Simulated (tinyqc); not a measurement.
Dispersion against the sound-wave line: Born-von Karman spring model of a cubic crystal with one atom per cell. Computed by tinyqc, a small Python program. Command: `OMP_NUM_THREADS=1 python tinyqc.py 3029890 3029891 out.jsonl springs walk`. One thread of a shared host (Intel(R) Xeon(R) Processor @ 2.30GHz), about 0.1 s of CPU time with the checks.

First neighbours lie at a/2 (1,1,1) (8 of them), second at a (1,0,0) (6), with all permutations and signs; the volume per atom is Omega = a^3/2. Two shells of springs match a real metal only roughly, above all at the zone boundary.

Inputs (values chosen for the exercise, modelled on molybdenum):
```
quantity               value           unit
atomic mass M          95.95              u
radial spring k1L       3.89  eV/angstrom^2
transverse spring k1T  -0.03  eV/angstrom^2
radial spring k2L        3.6  eV/angstrom^2
transverse spring k2T  -0.19  eV/angstrom^2
```

Lattice: bcc.

Constants: nu for 1 eV/(angstrom^2 u) = 15.6333042 THz.

Method:
- A neighbour at R with unit vector n couples by the matrix K(R) = kL n n^T + kT (1 - n n^T), and D(q) = (1/M) sum_R K(R) [1 - cos(q.R)].
- An eigenvalue lambda of D in eV/(angstrom^2 u) gives nu = 15.6333042 THz x sqrt(lambda).
- The last column divides the top branch by the straight line with its slope at G. End points in 2 pi/a: H = (1, 0, 0), N = (0.5, 0.5, 0).

Frequencies (THz) along two lines:
```
line  fraction of the way    nu 1    nu 2    nu 3  nu 3 / linear
G-H                  0.10  1.0433  1.0433  2.1854        0.98686
G-H                  0.25  2.5791  2.5791  5.0950        0.92031
G-H                  0.40  4.0280  4.0280  7.1521        0.80743
G-H                  0.55  5.3100  5.3100  8.1158        0.66634
G-H                  0.70  6.3277  6.3277  8.0816        0.52135
G-H                  0.85  6.9854  6.9854  7.5336        0.40023
G-H                  1.00  7.2132  7.2132  7.2132        0.32573
G-N                  0.10  0.7361  0.9139  1.4623        0.99589
G-N                  0.25  1.8008  2.2357  3.5773        0.97450
G-N                  0.40  2.7659  3.4340  5.4946        0.93549
G-N                  0.55  3.5782  4.4425  7.1083        0.88016
G-N                  0.70  4.1928  5.2055  8.3291        0.81033
G-N                  0.85  4.5757  5.6808  9.0897        0.72827
G-N                  1.00  4.7057  5.8423  9.3480        0.63662
```

What does the comparison show, and why?

Along G-H the top branch ends at 33 % of its linear extrapolation. Along G-N the top branch ends at 64 % of its linear extrapolation, which is the 2/pi of a pure sine: planes normal to this line couple to their next planes alone. A Debye model keeps the straight line throughout.
